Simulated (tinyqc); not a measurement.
Inside a calculation. Method: CISD on RHF in the sto-6g basis, for H4, spin multiplicity 1. Computed by tinyqc, a small Python program that keeps every step (integrals from PySCF). Settings: charge = 0, multiplicity = 1, basis = sto-6g, method = RHF, energy threshold = 1e-10, iteration cap = 75, orthogonalisation = symmetric, start = Wolfsberg-Helmholz matrix, DIIS depth = 6, ci = CISD. Command: `OMP_NUM_THREADS=1 python tinyqc.py 22817 22818 out.jsonl` (the two numbers bound the seeds that draw the settings). One thread of a shared host (Intel(R) Xeon(R) Processor @ 2.60GHz), about 0.1 s of CPU time with the checks. The early iterations of the SCF are left out here.

## One-electron integrals

Geometry (angstrom):
```
atom         x         y         z
H     0.000000  0.000000  0.000000
H     0.000000  0.000000  1.075000
H     0.000000  0.000000  3.007000
H     0.000000  0.000000  4.082000
```

Basis sto-6g: exponents (1/bohr^2) and contraction coefficients of normalised primitives:
```
element  l (shell)   exponent  coefficient
H            s (1)  35.523221     0.009164
H            s (1)   6.513144     0.049361
H            s (1)   1.822143     0.168538
H            s (1)   0.625955     0.370563
H            s (1)   0.243077     0.416492
H            s (1)   0.100112     0.130334
```

Overlap, kinetic and nuclear-attraction integrals over the contracted functions; the nuclear repulsion is the sum of Za Zb / Rab.

nuclear repulsion = 1.74001730 hartree

overlap S, lower triangle:
```
          1H 1s     2H 1s     3H 1s     4H 1s
1H 1s  1.000000
2H 1s  0.453771  1.000000
3H 1s  0.021419  0.133607  1.000000
4H 1s  0.002758  0.021419  0.453771  1.000000
```

kinetic energy T (hartree), lower triangle:
```
           1H 1s      2H 1s     3H 1s     4H 1s
1H 1s   0.768522
2H 1s   0.086937   0.768522
3H 1s  -0.005636  -0.010847  0.768522
4H 1s  -0.001106  -0.005636  0.086937  0.768522
```

nuclear attraction V (hartree), lower triangle:
```
           1H 1s      2H 1s      3H 1s      4H 1s
1H 1s  -2.026202
2H 1s  -0.869077  -2.170290
3H 1s  -0.034280  -0.220693  -2.170290
4H 1s  -0.004248  -0.034280  -0.869077  -2.026202
```

core Hamiltonian H = T + V (hartree), lower triangle:
```
           1H 1s      2H 1s      3H 1s      4H 1s
1H 1s  -1.257680
2H 1s  -0.782139  -1.401768
3H 1s  -0.039916  -0.231540  -1.401768
4H 1s  -0.005354  -0.039916  -0.782139  -1.257680
```

## Two-electron integrals

Functions are numbered as in S; the eight-fold symmetry (ij|kl) = (ji|kl) = (kl|ij) leaves the list below.

Two-electron integrals (ij|kl) in chemists' order, unique and non-zero (hartree):
```
(11|11) 0.774999   (21|11) 0.276282   (21|21) 0.129346   (22|11) 0.454303
(22|21) 0.276282   (22|22) 0.774999   (31|11) 0.007804   (31|21) 0.004149
(31|22) 0.010561   (31|31) 0.000193   (32|11) 0.035854   (32|21) 0.021526
(32|22) 0.063288   (32|31) 0.001263   (32|32) 0.009198   (33|11) 0.175968
(33|21) 0.098060   (33|22) 0.272683   (33|31) 0.007804   (33|32) 0.063288
(33|33) 0.774999   (41|11) 0.000800   (41|21) 0.000435   (41|22) 0.001132
(41|31) 0.000022   (41|32) 0.000154   (41|33) 0.001132   (41|41) 2.79e-06
(42|11) 0.004705   (42|21) 0.002733   (42|22) 0.007804   (42|31) 0.000171
(42|32) 0.001263   (42|33) 0.010561   (42|41) 0.000022   (42|42) 0.000193
(43|11) 0.068059   (43|21) 0.036704   (43|22) 0.098060   (43|31) 0.002733
(43|32) 0.021526   (43|33) 0.276282   (43|41) 0.000435   (43|42) 0.004149
(43|43) 0.129346   (44|11) 0.129637   (44|21) 0.068059   (44|22) 0.175968
(44|31) 0.004705   (44|32) 0.035854   (44|33) 0.454303   (44|41) 0.000800
(44|42) 0.007804   (44|43) 0.276282   (44|44) 0.774999
```

## Orthogonalisation

S = U s U^T; symmetric (Loewdin) form X = U s^(-1/2) U^T, so that X^T S X = 1.

eigenvalues of S: 0.494544  0.588510  1.369091  1.547855

X, lower triangle:
```
           1H 1s      2H 1s      3H 1s     4H 1s
1H 1s   1.091806
2H 1s  -0.264014   1.100167
3H 1s   0.016469  -0.080593   1.100167
4H 1s  -0.004068   0.016469  -0.264014  1.091806
```

## Iteration 5 (converged): orbitals

converged F (hartree), lower triangle:
```
           1H 1s      2H 1s      3H 1s      4H 1s
1H 1s  -0.228863
2H 1s  -0.449418  -0.236806
3H 1s  -0.030032  -0.100570  -0.236806
4H 1s   0.001708  -0.030032  -0.449418  -0.228863
```

Diagonalise F' = X^T F X, C = X C', fill 2 alpha and 2 beta electrons from the bottom; D = 2 C_occ C_occ^T. Each column has its largest component positive (the first on a tie).

F' = X^T F X (hartree), lower triangle:
```
           1          2          3          4
1  -0.030522
2  -0.437232  -0.026453
3   0.022443  -0.096162  -0.026453
4  -0.000719   0.022443  -0.437232  -0.030522
```

orbital energies (hartree): MO1 -0.494226, MO2 -0.442406, MO3 0.340370, MO4 0.482312

coefficients C:
```
            MO1        MO2        MO3        MO4
1H 1s  0.382862   0.444185   0.689669  -0.665210
2H 1s  0.420168   0.410116  -0.611444   0.753816
3H 1s  0.420168  -0.410116  -0.611444  -0.753816
4H 1s  0.382862  -0.444185   0.689669   0.665210
```

D after iteration 5, lower triangle:
```
           1H 1s      2H 1s     3H 1s     4H 1s
1H 1s   0.687768
2H 1s   0.686068   0.689472
3H 1s  -0.042602   0.016693  0.689472
4H 1s  -0.101435  -0.042602  0.686068  0.687768
```

## Convergence

Stop when the energy changes by less than 1e-10 hartree and every element of the error matrix X^T (F D S - S D F) X is below 3e-06.

Course of the cycle:
```
iteration  E (hartree)     change  largest element of the error matrix
1          -2.08433561          -                             1.17e-01
2          -2.10105614  -1.67e-02                             8.37e-03
3          -2.10120107  -1.45e-04                             2.18e-03
4          -2.10120816  -7.09e-06                             7.73e-06
5          -2.10120816  -7.72e-11                             2.79e-06
```

PySCF RHF in the same basis = -2.10120816 hartree

Converged in 5 iterations.

## Integrals over molecular orbitals

(pq|rs) = sum C_ip C_jq C_kr C_ls (ij|kl), one index at a time.

one-electron integrals over orbitals h = C^T H C (hartree), lower triangle:
```
           1          2          3          4
1  -1.475936
2   0.000000  -1.428658
3   0.080679   0.000000  -1.036154
4   0.000000  -0.075557   0.000000  -0.949516
```

Two-electron integrals over orbitals (pq|rs), unique and non-zero (hartree):
```
(11|11) 0.398543    (21|21) 0.212734    (22|11) 0.397951    (22|22) 0.403084
(31|11) -0.027527   (31|22) -0.004990   (31|31) 0.106638    (32|21) 0.043171
(32|32) 0.099065    (33|11) 0.394461    (33|22) 0.396652    (33|31) -0.007608
(33|33) 0.410172    (41|21) 0.006928    (41|32) -0.090891   (41|41) 0.094628
(42|11) 0.034548    (42|22) 0.013389    (42|31) -0.107319   (42|33) 0.011039
(42|42) 0.110521    (43|21) -0.209129   (43|32) -0.045048   (43|41) -0.005183
(43|43) 0.221687    (44|11) 0.409659    (44|22) 0.408830    (44|31) -0.030805
(44|33) 0.419730    (44|42) 0.037251    (44|44) 0.438230
```

## CISD: determinants and Hamiltonian

Hartree-Fock energy = -2.10120816 hartree

Slater-Condon rules over spin orbitals, with the nuclear repulsion added and E(HF) subtracted on the diagonal. Only determinants linked to the reference directly or through others are kept (one block of an abelian symmetry group), so some states are absent.

Occupation strings over the orbitals (2 doubly, a alpha, b beta, 0 empty; spin orbitals ordered 1a 1b 2a 2b ...): 2200 2a0b a2b0 2b0a b2a0 aabb 2020 abab 2002 abba baab 0220 baba 0202 bbaa

H - E(HF) between determinants (hartree), lower triangle:
```
           2200       2a0b       a2b0       2b0a       b2a0       aabb       2020       abab
2200   0.000000
2a0b   0.000000   0.626410
a2b0   0.000000   0.101810   0.546772
2b0a   0.000000  -0.110521   0.107319   0.626410
b2a0   0.000000   0.107319  -0.106638   0.101810   0.546772
aabb   0.016428  -0.022539  -0.028467   0.000000   0.000000   0.943825
2020   0.099065  -0.045048  -0.043171   0.045048   0.043171  -0.090891   0.990328
abab   0.090891   0.043171   0.045048  -0.005183  -0.006928  -0.099065  -0.118238   1.161086
2002   0.110521   0.023862   0.000000  -0.023862   0.000000   0.107319   0.221687  -0.209129
abba  -0.107319   0.000000  -0.023509   0.025815   0.000000  -0.110521   0.209129  -0.221687
baab  -0.107319  -0.025815   0.000000   0.000000   0.023509  -0.106638   0.209129  -0.212734
0220   0.106638   0.000000   0.019919   0.000000  -0.019919   0.107319   0.212734  -0.209129
baba   0.090891   0.005183   0.006928  -0.043171  -0.045048  -0.094628  -0.118238   0.000000
0202   0.094628  -0.006928  -0.005183   0.006928   0.005183  -0.090891   0.000000  -0.118238
bbaa   0.016428   0.000000   0.000000   0.022539   0.028467   0.000000  -0.090891  -0.094628

           2002       abba       baab       0220       baba       0202      bbaa
2002   1.276474
abba   0.101810   1.184552
baab   0.101810   0.000000   1.184552
0220   0.000000   0.101810   0.101810   1.113337
baba  -0.209129  -0.212734  -0.221687  -0.209129   1.161086
0202   0.212734   0.209129   0.209129   0.221687  -0.118238   1.340470
bbaa   0.107319  -0.106638  -0.110521   0.107319  -0.099065  -0.090891  0.943825
```

## CISD: roots

Diagonalise (each vector has its largest component positive (the first on a tie)); all determinants have Ms = 0, so triplets appear too. The lowest singlet root is the correlation energy. The Davidson correction is (1 - c0^2) E_corr, c0 the coefficient of the reference.

lowest roots of this matrix, relative to E(HF) (hartree): -0.078519  0.264073  0.483182  0.532972  0.673411  0.679868  0.749439  0.948092

lowest vectors:
```
         root 1     root 2     root 3    root 4
2200   0.964217   0.000000   0.006796  0.000000
2a0b   0.003934  -0.452282   0.171237  0.000000
a2b0   0.004683   0.542827   0.259224  0.000000
2b0a  -0.003934  -0.452282  -0.171237  0.000000
b2a0  -0.004683   0.542827  -0.259224  0.000000
aabb  -0.008687   0.007864   0.245458  0.408248
2020  -0.109609   0.000000   0.515818  0.000000
abab  -0.088048  -0.003611  -0.131697  0.408248
2002  -0.088640   0.000000  -0.333879  0.000000
abba   0.096735   0.026546  -0.113761  0.408248
baab   0.096735  -0.026546  -0.113761  0.408248
0220  -0.097853   0.000000  -0.420170  0.000000
baba  -0.088048   0.003611  -0.131697  0.408248
0202  -0.079952   0.000000   0.267877  0.000000
bbaa  -0.008687  -0.007864   0.245458  0.408248
```

<S^2> of these roots: 0.000000  2.000000  0.000000  6.000000  0.000000  2.000000  0.000000  2.000000

weight of the ground state by excitation level 0, 1, 2, ...: 0.929715  0.000075  0.070210

Davidson correction = -0.00551870 hartree
